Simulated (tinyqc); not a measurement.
k.p values derived from sp3s* tight binding at Gamma, step by step. Values are carried at full precision from step to step, so a last printed digit may differ when a step is redone from the rounded ones.

At Gamma the states are two-level mixtures: s-like S+ (upper) and S- (lower) from [[Esa, Vss], [Vss, Esc]], p-like P- (valence) and P+ from [[Epa, Vxx], [Vxx, Epc]], and the bare s* levels. With real k in 1/angstrom and kz = 0, the phase sums over the four bonds are g0 = 1 - (a k/4)^2/2, g1 = i a kx/4, g3 = -(a/4)^2 kx ky to second order. Each mixture is written (anion, cation) with the anion part positive. c = hbar^2/2m0. No spin-orbit coupling.

Constants: hbar^2/2m0 = 3.80998211 eV angstrom^2.

Values chosen for the exercise (near a published set for Ge, fitted to gaps, whose masses and valley positions are rough; the results hold for these values, not for the real material):
- Esa = -5.839 eV (s level of the anion)
- Esc = -5.839 eV (s level of the cation)
- Epa = 1.626 eV (p level of the anion)
- Epc = 1.626 eV (p level of the cation)
- Vss = -6.727 eV (s-s)
- Vxx = 1.607 eV (px-px)
- a = 5.66 angstrom (lattice constant)
- Vsapc = 5.493 eV (s anion, p cation)
- Vscpa = 5.493 eV (s cation, p anion)
- Vxapc = 5.194 eV (s* anion, p cation)
- Vpaxc = 5.194 eV (p anion, s* cation)
- Exa = 6.42 eV (s* level of the anion)
- Exc = 6.42 eV (s* level of the cation)
- Vxy = 4.892 eV (px-py)

## States at Gamma

Solve the two blocks.

States:
```
state,E (eV),anion part,cation part
S-,-12.5660,0.70711,0.70711
P-,0.0190,0.70711,-0.70711
S+,0.8880,0.70711,-0.70711
P+,3.2330,0.70711,0.70711
```

## Linear terms and the Kane energy

<s state|dH/dkx|x state> = i P with P = (a/4)(sa pc Vsapc + sc pa Vscpa), sa, sc and pa, pc being the parts of the two states; for s* on the anion P = (a/4) pc Vxapc, on the cation (a/4) pa Vpaxc. Ep = P^2/c for S+ to P-.

Couplings:
```
pair,P (eV angstrom),E(first) - E(second) (eV)
S+ to P-,-7.7726,0.8690
S+ to P+,0.0000,-2.3450
S- to P-,0.0000,-12.5850
s*a to P-,-5.1969,6.4010
s*c to P-,5.1969,6.4010
```

Ep = 15.857 eV

The two terms of S+ to P- have the same sign and add: S+ and P- both change sign from anion to cation. An on-site momentum element between s and p, which real atoms have, is absent from this model.

## Electron mass

m0/m = [<S+|d2H/dkx^2|S+>/2 + sum P^2/(E(S+) - E(P))]/c over P- and P+, with the direct term -(a/4)^2 sa sc Vss.

parts of m0/m: direct -1.768, from P- 18.247, from P+ 0.000

mass = 0.0607 m0

The valence band supplies 111 % of m0/m; the direct term, which stands in for the free-electron 1, is -1.77. S+ is not the lowest valley of Ge; this is the mass of the Gamma level.

## Valence parameters L, M, N and the Luttinger values

Direct terms d0 = -(a/4)^2 pa pc Vxx, dN = -2 (a/4)^2 pa pc Vxy for P-. F = sum P^2/(E(P-) - E(s)) over S+, S-, s*a, s*c. The y state of P- couples to the z state of P+ through Q = (a/4) Vxy (pa p'c - pc p'a), primes for P+, and H1 = Q^2/(E(P-) - E(P+)). L = d0 + F, M = d0 + H1, N = dN + F + H1; g1 = -(L + 2M)/(3c), g2 = -(L - M)/(6c), g3 = -N/(6c).

d0, dN, F, Q, H1 (eV angstrom^2; Q in eV angstrom): 1.6088  9.7949  -77.9590  6.9222  -14.9087

L, M, N (eV angstrom^2): -76.350  -13.300  -83.073

g1, g2, g3: 9.007  2.758  3.634

Along [100] the masses without spin-orbit coupling are c/|L| = 0.050 (one band) and c/|M| = 0.286 (two bands).

## Checks

- Electron mass against a finite difference of the full bands: 0.06068 against 0.06069.
- L and M against finite differences along [100]: largest relative difference 7.5e-05.
- Lowest curvature along [111], (L + 2M + 2N)/3, against a finite difference: -89.699 against -89.691.

Computed by tinyqc, a small Python program: `OMP_NUM_THREADS=1 python tinyqc.py 1451481 1451482 out.jsonl` (the numbers bound the seed that draws the inputs); one thread of a shared host (Intel(R) Xeon(R) Processor @ 2.30GHz), about 0.01 s for the whole set of steps.
